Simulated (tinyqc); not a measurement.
Energy against buckling: buckled dimers of a reconstructed (001) surface, two dangling bonds a dimer.

In a dimer one atom moves up by z and the other down by z; the dangling bond of the up atom (more s-like) falls by gm z and that of the down atom rises by gm z. With all dimers tilted alike: H(k) = [[-gm z - 2 ta cos k, -tp - 2 tx cos k], [., gm z - 2 ta cos k]], k along the row in 1/a. Two electrons a dimer fill the lowest N of the 2N levels on the mesh k_j = (j + 1/2) pi/N. Total energy a dimer: W(z) = (2/N) sum of the filled levels + kf z^2. Repulsion between electrons is left out.

Values chosen for the exercise (of the size met on Si(001); the results hold for these values, not for the real material): tp = 0.19 eV (pi coupling inside a dimer); ta = 0.07 eV (coupling between like atoms along the row); tx = 0.06 eV (diagonal coupling along the row); gm = 1.69 eV/angstrom (shift of a dangling bond with height); kf = 7.2 eV/angstrom^2 (force constant of buckling); N = 8 (k points).

W relative to z = 0; gap as lowest upper less highest lower level on 201 points from 0 to pi.

Per dimer (eV):
```
z (angstrom)  band energy  elastic        W     gap
0.00               0.0000   0.0000   0.0000  0.1000
0.05              -0.0430   0.0180  -0.0250  0.1510
0.10              -0.1420   0.0720  -0.0700  0.2560
0.15              -0.2684   0.1620  -0.1064  0.3834
0.20              -0.4096   0.2880  -0.1216  0.5238
0.30              -0.7145   0.6480  -0.0665  0.8261
0.50              -1.3601   1.8000   0.4399  1.4680
0.60              -1.6900   2.5920   0.9020  1.7967
```

Give the missing row, z (angstrom) = 0.40.

Computed row:
```
z (angstrom)  band energy  elastic       W     gap
0.40              -1.0339   1.1520  0.1181  1.1433
```

W is lowest at z = 0.2 among these rows (-0.1216 eV). The band energy falls as z^2 at first and linearly, as -2 gm z, once gm z is far above tp, so the elastic term always wins at large z. The gap is open at all z.

(tinyqc, `OMP_NUM_THREADS=1 python tinyqc.py 1482866 1482867 out.jsonl`, Intel(R) Xeon(R) Processor @ 2.30GHz, 1 thread, shared host, about 0.04 s.)
